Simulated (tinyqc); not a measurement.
Worked calculation: Hubbard chain of 3 sites. Computed by tinyqc, a small Python program that keeps every step. Settings: hopping = 1.34, U = 5.4, mixing = 1, iteration cap = 83. Command: `OMP_NUM_THREADS=1 python tinyqc.py 23001 23002 out.jsonl` (the two numbers bound the seeds that draw the settings). One thread of a shared host (Intel(R) Xeon(R) Processor @ 2.60GHz), about 0.2 s of CPU time with the checks. Later iterations appear only in the table of the cycle.

## Mean-field iteration 1

one-body matrix (hopping and site energies) (eV), order 1, 2, 3:
$$\begin{pmatrix}
0.210000 & -1.340000 & 0.000000 \\
-1.340000 & -0.500000 & -1.340000 \\
0.000000 & -1.340000 & -0.430000
\end{pmatrix}$$

U = 5.400000 eV

electrons, up and down: [2, 1]

mixing = 1

n(up) at the start (a guess, not normalised): 1 0.717000, 2 0.617000, 3 0.717000

n(down) at the start (a guess): 1 0.283000, 2 0.383000, 3 0.283000

H(up) = T + U n(down), H(down) = T + U n(up); fill the lowest levels; n(new) = n + mixing (n(out) - n); E = tr T (rho up + rho down) + U sum n_up n_down of the output.

levels, up (eV): [-0.432294, 1.422358, 3.414536]

levels, down (eV): [1.329397, 3.736178, 5.289825]

energy = -1.292176 eV

n(up) after iteration 1: 1 0.676243, 2 0.493323, 3 0.830434

n(down) after iteration 1: 1 0.144576, 2 0.609972, 3 0.245452

## Mean-field iteration 2

As before.

levels, up (eV): [-0.241835, 0.944243, 3.977592]

levels, down (eV): [0.963462, 3.953417, 5.163121]

energy = -1.719004 eV

n(up) after iteration 2: 1 0.855233, 2 0.280723, 3 0.864044

n(down) after iteration 2: 1 0.152503, 2 0.713411, 3 0.134086

## Mean-field iteration 3

As before.

levels, up (eV): [-0.415837, 0.756405, 4.339433]

levels, down (eV): [0.185776, 4.453898, 5.440326]

energy = -1.947778 eV

n(up) after iteration 3: 1 0.871041, 2 0.215081, 3 0.913877

n(down) after iteration 3: 1 0.069847, 2 0.838378, 3 0.091775

## Convergence

Each step fills the lowest levels of T + U n(other spin) and sets n(new) = n + mixing (n(out) - n); stop when output and input agree to 1e-8.

Course of the cycle:
```
iteration       E (eV)  largest |n(out) - n(in)|  mean |n_up - n_down|
1          -1.29217638                  2.27e-01              0.411100
2          -1.71900382                  2.13e-01              0.621792
3          -1.94777806                  1.25e-01              0.748864
4          -2.00395832                  6.32e-02              0.808371
5          -2.01165330                  1.94e-02              0.827725
6          -2.01245371                  6.88e-03              0.834107
7          -2.01252857                  1.85e-03              0.835946
8          -2.01253534                  6.24e-04              0.836524
9          -2.01253595                  1.65e-04              0.836689
10         -2.01253600                  5.57e-05              0.836741
11         -2.01253601                  1.48e-05              0.836756
12         -2.01253601                  4.96e-06              0.836760
13         -2.01253601                  1.31e-06              0.836761
14         -2.01253601                  4.42e-07              0.836762
15         -2.01253601                  1.17e-07              0.836762
16         -2.01253601                  3.94e-08              0.836762
17         -2.01253601                  1.04e-08              0.836762
18         -2.01253601                  3.51e-09              0.836762
```

local moments n_up - n_down: 1 0.875357, 2 -0.755143, 3 0.879786

Converged in 18 iterations. Before convergence this energy mixes input and output and is not variational, so it may rise towards its limit.

## The many-body Hamiltonian

Basis: all placements (u, d, 2, 0 on each site), up operators ordered before down ones; hops carry the sign of the same-spin electrons passed.

H (eV):
```
           2u0        u20        uud        20u        udu        u02        duu        02u
2u0   5.320000  -1.340000   0.000000  -1.340000   0.000000   0.000000   0.000000   0.000000
u20  -1.340000   4.610000  -1.340000   0.000000  -1.340000   0.000000   0.000000   0.000000
uud   0.000000  -1.340000  -0.720000   0.000000   0.000000  -1.340000   0.000000   0.000000
20u  -1.340000   0.000000   0.000000   5.390000  -1.340000   0.000000  -1.340000   0.000000
udu   0.000000  -1.340000   0.000000  -1.340000  -0.720000  -1.340000   0.000000  -1.340000
u02   0.000000   0.000000  -1.340000   0.000000  -1.340000   4.750000   0.000000   0.000000
duu   0.000000   0.000000   0.000000  -1.340000   0.000000   0.000000  -0.720000  -1.340000
02u   0.000000   0.000000   0.000000   0.000000  -1.340000   0.000000  -1.340000   3.970000
0u2   0.000000   0.000000   0.000000   0.000000   0.000000  -1.340000   0.000000  -1.340000

           0u2
2u0   0.000000
u20   0.000000
uud   0.000000
20u   0.000000
udu   0.000000
u02  -1.340000
duu   0.000000
02u  -1.340000
0u2   4.040000
```

## Exact diagonalisation (9 states)

Lowest levels of the sector, and the double occupancy of the lowest state.

lowest levels (eV): [-2.377076, -1.322780, -0.720000, 2.552138, 3.806207, 4.540756]

double occupancy per site = 0.072053

The mean-field solution above lies 0.3645 eV above the exact energy.

## The lowest level by Lanczos steps

From a random start vector (not printed): a_j = <q_j|H|q_j>, b_j = norm of the remainder after orthogonalising; the Ritz value is the lowest eigenvalue of the tridiagonal matrix of a and b so far.

Lanczos:
```
j  a_j (eV)  b_j (eV)  lowest Ritz value (eV)
1  2.970735  2.753662              2.97073473
2  1.601326  2.066230             -0.55148178
3  3.636044  2.142845             -1.13827192
4  1.327335  3.013141             -1.40350321
5  2.219039  2.099161             -2.04691838
6  4.273919  2.857824             -2.22065534
7  1.572428  2.619260             -2.31453993
8  3.894877  0.777077             -2.37570009
9  4.424297         0             -2.37707611
```
